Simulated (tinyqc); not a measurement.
Worked calculation: Pariser-Parr-Pople SCF with singles CI, for the molecule O=c1cccccc1 (SMILES; centres numbered as the heavy atoms are written). Computed by tinyqc, a small Python program that keeps every step. Settings: charge = 0, gamma = Ohno, start = huckel, damping = 0, iteration cap = 86, excitations kept = 4. Command: `OMP_NUM_THREADS=1 python tinyqc.py 28240 28241 out.jsonl` (the two numbers bound the seeds that draw the settings). One thread of a shared host (Intel(R) Xeon(R) Processor @ 2.60GHz), about 0.02 s of CPU time with the checks. Later iterations appear only in the table of the cycle.

## PPP integrals

Centres (angstrom, eV; a flat drawing with bonds scaled to 1.40 angstrom):
```
centre         x         y  core charge z         W  gamma_rr
1O       2.63700   0.00000              1  17.70000  15.20000
2C       1.23700   0.00000              1  11.16000  11.13000
3C       0.62900   1.26100              1  11.16000  11.13000
4C      -0.73600   1.57300              1  11.16000  11.13000
5C      -1.83000   0.70000              1  11.16000  11.13000
6C      -1.83000  -0.70000              1  11.16000  11.13000
7C      -0.73600  -1.57300              1  11.16000  11.13000
8C       0.62900  -1.26100              1  11.16000  11.13000
```

Resonance integrals (eV):
```
i  j      beta
1  2  -2.51000
2  3  -2.39000
3  4  -2.39000
4  5  -2.39000
5  6  -2.39000
6  7  -2.39000
7  8  -2.39000
8  2  -2.39000
```

Ohno: gamma = 14.399645/sqrt(R^2 + a^2), a = 2 x 14.399645/(gamma_rr + gamma_ss); H_rr = -W_r - sum_(s != r) z_s gamma_rs; H_rs = beta for bonds.

repulsion gamma_rs (eV):
```
          1O        2C        3C        4C        5C        6C        7C        8C
1O  15.20000   8.10510   5.51450   3.71206   3.09541   3.09541   3.71206   5.51450
2C   8.10510  11.13000   7.55409   5.07808   4.23330   4.23330   5.07808   7.55409
3C   5.51450   7.55409  11.13000   7.55327   5.07987   4.23408   4.23361   5.08016
4C   3.71206   5.07808   7.55327  11.13000   7.55494   5.07925   4.23315   4.23361
5C   3.09541   4.23330   5.07987   7.55494  11.13000   7.55386   5.07925   4.23408
6C   3.09541   4.23330   4.23408   5.07925   7.55386  11.13000   7.55494   5.07987
7C   3.71206   5.07808   4.23361   4.23315   5.07925   7.55494  11.13000   7.55327
8C   5.51450   7.55409   5.08016   4.23361   4.23408   5.07987   7.55327  11.13000
```

core matrix H (eV):
```
           1O         2C         3C         4C         5C         6C         7C         8C
1O  -50.44904   -2.51000    0.00000    0.00000    0.00000    0.00000    0.00000    0.00000
2C   -2.51000  -52.99603   -2.39000    0.00000    0.00000    0.00000    0.00000   -2.39000
3C    0.00000   -2.39000  -50.40957   -2.39000    0.00000    0.00000    0.00000    0.00000
4C    0.00000    0.00000   -2.39000  -48.60436   -2.39000    0.00000    0.00000    0.00000
5C    0.00000    0.00000    0.00000   -2.39000  -47.99071   -2.39000    0.00000    0.00000
6C    0.00000    0.00000    0.00000    0.00000   -2.39000  -47.99071   -2.39000    0.00000
7C    0.00000    0.00000    0.00000    0.00000    0.00000   -2.39000  -48.60436   -2.39000
8C    0.00000   -2.39000    0.00000    0.00000    0.00000    0.00000   -2.39000  -50.40957
```

## Starting guess

pi electrons, sum of z_r less the charge = 8

Orbitals of the Hueckel matrix of the beta values.

P at the start:
```
          1O        2C        3C        4C        5C        6C        7C        8C
1O   1.29264   0.76776  -0.16495  -0.30419   0.20667   0.20667  -0.30419  -0.16495
2C   0.76776   0.97850   0.44141   0.03972  -0.09286  -0.09286   0.03972   0.44141
3C  -0.16495   0.44141   0.94502   0.76957   0.05875  -0.32893  -0.10155   0.24644
4C  -0.30419   0.03972   0.76957   0.96405   0.53349   0.05005  -0.12222  -0.10155
5C   0.20667  -0.09286   0.05875   0.53349   0.95536   0.74021   0.05005  -0.32893
6C   0.20667  -0.09286  -0.32893   0.05005   0.74021   0.95536   0.53349   0.05875
7C  -0.30419   0.03972  -0.10155  -0.12222   0.05005   0.53349   0.96405   0.76957
8C  -0.16495   0.44141   0.24644  -0.10155  -0.32893   0.05875   0.76957   0.94502
```

## Iteration 1: Fock matrix

F_rr = H_rr + P_rr gamma_rr / 2 + sum_(s != r) P_ss gamma_rs; F_rs = H_rs - P_rs gamma_rs / 2; E = tr P (H + F) / 2 + core repulsion sum_(r<s) z_r z_s gamma_rs.

F (eV):
```
          1O        2C        3C        4C        5C        6C        7C        8C
1O  -9.19981  -5.62139   0.45482   0.56458  -0.31986  -0.31986   0.56458   0.45482
2C  -5.62139  -4.91647  -4.05722  -0.10085   0.19655   0.19655  -0.10085  -4.05722
3C   0.45482  -4.05722  -5.56842  -5.29637  -0.14922   0.69637   0.21497  -0.62597
4C   0.56458  -0.10085  -5.29637  -6.18216  -4.40524  -0.12712   0.25868   0.21497
5C  -0.31986   0.19655  -0.14922  -4.40524  -6.33209  -5.18571  -0.12712   0.69637
6C  -0.31986   0.19655   0.69637  -0.12712  -5.18571  -6.33209  -4.40524  -0.14922
7C   0.56458  -0.10085   0.21497   0.25868  -0.12712  -4.40524  -6.18216  -5.29637
8C   0.45482  -4.05722  -0.62597   0.21497   0.69637  -0.14922  -5.29637  -5.56842
```

pi energy = -111.69502 eV

## Iteration 1: orbitals and new P

Diagonalise F (the basis is taken as orthonormal) and form P = 2 sum c c over the lowest orbitals.

orbital energies (eV): -15.36319  -13.70784  -12.54916  -10.17510  -2.05536  -1.64248  2.07484  3.13666

P after iteration 1:
```
          1O        2C        3C        4C        5C        6C        7C        8C
1O   1.49123   0.73550  -0.14517  -0.24920   0.16028   0.16028  -0.24920  -0.14517
2C   0.73550   0.80667   0.42807   0.11050  -0.12398  -0.12398   0.11050   0.42807
3C  -0.14517   0.42807   0.92707   0.78103   0.05229  -0.32231  -0.08515   0.25786
4C  -0.24920   0.11050   0.78103   0.95886   0.52781   0.04296  -0.16224  -0.08515
5C   0.16028  -0.12398   0.05229   0.52781   0.96512   0.75543   0.04296  -0.32231
6C   0.16028  -0.12398  -0.32231   0.04296   0.75543   0.96512   0.52781   0.05229
7C  -0.24920   0.11050  -0.08515  -0.16224   0.04296   0.52781   0.95886   0.78103
8C  -0.14517   0.42807   0.25786  -0.08515  -0.32231   0.05229   0.78103   0.92707
```

## Iteration 2: Fock matrix

As before.

F (eV):
```
          1O        2C        3C        4C        5C        6C        7C        8C
1O  -9.25931  -5.49066   0.40028   0.46252  -0.24807  -0.24807   0.46252   0.40028
2C  -5.49066  -4.50437  -4.00685  -0.28056   0.26243   0.26243  -0.28056  -4.00685
3C   0.40028  -4.00685  -5.93267  -5.33965  -0.13281   0.68235   0.18024  -0.65497
4C   0.46252  -0.28056  -5.33965  -6.45667  -4.38378  -0.10910   0.34338   0.18024
5C  -0.24807   0.26243  -0.13281  -4.38378  -6.54950  -5.24321  -0.10910   0.68235
6C  -0.24807   0.26243   0.68235  -0.10910  -5.24321  -6.54950  -4.38378  -0.13281
7C   0.46252  -0.28056   0.18024   0.34338  -0.10910  -4.38378  -6.45667  -5.33965
8C   0.40028  -4.00685  -0.65497   0.18024   0.68235  -0.13281  -5.33965  -5.93267
```

pi energy = -112.18495 eV

## Iteration 2: orbitals and new P

As before.

orbital energies (eV): -15.56927  -13.68777  -12.87427  -10.28680  -2.34507  -1.65028  1.83529  2.93680

P after iteration 2:
```
          1O        2C        3C        4C        5C        6C        7C        8C
1O   1.53037   0.72967  -0.13707  -0.23094   0.14497   0.14497  -0.23094  -0.13707
2C   0.72967   0.75363   0.41533   0.12355  -0.12521  -0.12521   0.12355   0.41533
3C  -0.13707   0.41533   0.93222   0.78998   0.04693  -0.32170  -0.07958   0.26081
4C  -0.23094   0.12355   0.78998   0.95817   0.51894   0.04151  -0.16802  -0.07958
5C   0.14497  -0.12521   0.04693   0.51894   0.96761   0.76520   0.04151  -0.32170
6C   0.14497  -0.12521  -0.32170   0.04151   0.76520   0.96761   0.51894   0.04693
7C  -0.23094   0.12355  -0.07958  -0.16802   0.04151   0.51894   0.95817   0.78998
8C  -0.13707   0.41533   0.26081  -0.07958  -0.32170   0.04693   0.78998   0.93222
```

## Iteration 3: Fock matrix

As before.

F (eV):
```
          1O        2C        3C        4C        5C        6C        7C        8C
1O  -9.32465  -5.46704   0.37795   0.42863  -0.22438  -0.22438   0.42863   0.37795
2C  -5.46704  -4.39044  -3.95871  -0.31369   0.26502   0.26502  -0.31369  -3.95871
3C   0.37795  -3.95871  -6.04761  -5.37346  -0.11921   0.68106   0.16846  -0.66249
4C   0.42863  -0.31369  -5.37346  -6.49533  -4.35029  -0.10541   0.35563   0.16846
5C  -0.22438   0.26502  -0.11921  -4.35029  -6.58096  -5.28012  -0.10541   0.68106
6C  -0.22438   0.26502   0.68106  -0.10541  -5.28012  -6.58096  -4.35029  -0.11921
7C   0.42863  -0.31369   0.16846   0.35563  -0.10541  -4.35029  -6.49533  -5.37346
8C   0.37795  -3.95871  -0.66249   0.16846   0.68106  -0.11921  -5.37346  -6.04761
```

pi energy = -112.22735 eV

## Iteration 3: orbitals and new P

As before.

orbital energies (eV): -15.60819  -13.68603  -12.93826  -10.33939  -2.39622  -1.65928  1.79757  2.86693

P after iteration 3:
```
          1O        2C        3C        4C        5C        6C        7C        8C
1O   1.54005   0.73011  -0.13371  -0.22453   0.13912   0.13912  -0.22453  -0.13371
2C   0.73011   0.73472   0.40850   0.12667  -0.12395  -0.12395   0.12667   0.40850
3C  -0.13371   0.40850   0.93893   0.79578   0.04443  -0.32116  -0.07828   0.25887
4C  -0.22453   0.12667   0.79578   0.95576   0.51215   0.04227  -0.16766  -0.07828
5C   0.13912  -0.12395   0.04443   0.51215   0.96793   0.77140   0.04227  -0.32116
6C   0.13912  -0.12395  -0.32116   0.04227   0.77140   0.96793   0.51215   0.04443
7C  -0.22453   0.12667  -0.07828  -0.16766   0.04227   0.51215   0.95576   0.79578
8C  -0.13371   0.40850   0.25887  -0.07828  -0.32116   0.04443   0.79578   0.93893
```

## Convergence

Stop when output and input P, before any damping, agree to 1e-7.

Course of the cycle:
```
iteration        E (eV)  largest |P(out) - P(in)|
1          -111.6950184                  1.99e-01
2          -112.1849470                  5.30e-02
3          -112.2273538                  1.89e-02
4          -112.2347268                  7.72e-03
5          -112.2368061                  3.52e-03
6          -112.2375591                  2.27e-03
7          -112.2378610                  1.52e-03
8          -112.2379869                  1.01e-03
9          -112.2380402                  6.66e-04
10         -112.2380629                  4.39e-04
11         -112.2380725                  2.88e-04
...                 ...                       ...
20         -112.2380797                  6.31e-06
21         -112.2380797                  4.12e-06
22         -112.2380797                  2.69e-06
23         -112.2380797                  1.76e-06
24         -112.2380797                  1.15e-06
25         -112.2380797                  7.51e-07
26         -112.2380797                  4.91e-07
27         -112.2380797                  3.21e-07
28         -112.2380797                  2.10e-07
29         -112.2380797                  1.37e-07
30         -112.2380797                  8.94e-08
```

Converged in 30 iterations.

## Converged orbitals

Charges are z - P_rr.

orbital energies (eV): -15.61497  -13.69115  -12.95903  -10.39378  -2.39271  -1.65051  1.78228  2.83926

coefficients:
```
        MO1       MO2       MO3       MO4       MO5       MO6       MO7       MO8
1O  0.26429   0.55951   0.00000   0.62251   0.00000   0.37207   0.00000  -0.30191
2C  0.37217   0.47013   0.00000   0.01005   0.00000  -0.45270   0.00000   0.65987
3C  0.34818   0.15722   0.41864  -0.39194   0.50342  -0.16553   0.26703  -0.41598
4C  0.36737  -0.15004   0.52759  -0.19927  -0.21719   0.49430  -0.41770   0.24185
5C  0.37367  -0.43097   0.21536   0.33596  -0.44654  -0.23786   0.50420  -0.07201
6C  0.37367  -0.43097  -0.21536   0.33596   0.44654  -0.23786  -0.50420  -0.07201
7C  0.36737  -0.15004  -0.52759  -0.19927   0.21719   0.49430   0.41770   0.24185
8C  0.34818   0.15722  -0.41864  -0.39194  -0.50342  -0.16553  -0.26703  -0.41598
```

pi charges: 1O -0.54082, 2C 0.28073, 3C 0.05034, 4C 0.04894, 5C 0.03077, 6C 0.03077, 7C 0.04894, 8C 0.05034

## Singles CI, singlets

Over the 4 single excitations with the smallest orbital gaps: A = (e_a - e_i) delta + 2 (ia|jb) - (ij|ab), with (pq|rs) = sum c_mp c_mq gamma_mn c_nr c_ns. f = 2/3 w |mu|^2 in atomic units, mu = sqrt2 sum c_ia sum_m c_mi c_ma R_m.

singlet CI matrix (eV):
```
          4>5      4>6      3>5       2>5
4>5   3.45713  0.00000  0.00000  -0.11419
4>6   0.00000  4.93471  0.88496   0.00000
3>5   0.00000  0.88496  5.89618   0.00000
2>5  -0.11419  0.00000  0.00000   6.52341
```

singlet excitation energies (eV): 3.45288  4.40834  6.42255  6.52766

oscillator strengths: 0.18267  0.24584  1.75610  0.40083

## Singles CI, triplets

Over the 4 single excitations with the smallest orbital gaps: A = (e_a - e_i) delta - (ij|ab), with (pq|rs) = sum c_mp c_mq gamma_mn c_nr c_ns.

triplet CI matrix (eV):
```
         4>5       4>6       3>5      2>5
4>5  2.29648   0.00000   0.00000  0.81225
4>6  0.00000   2.64473  -0.41777  0.00000
3>5  0.00000  -0.41777   4.19167  0.00000
2>5  0.81225   0.00000   0.00000  5.51700
```

triplet excitation energies (eV): 2.10322  2.53912  4.29728  5.71026
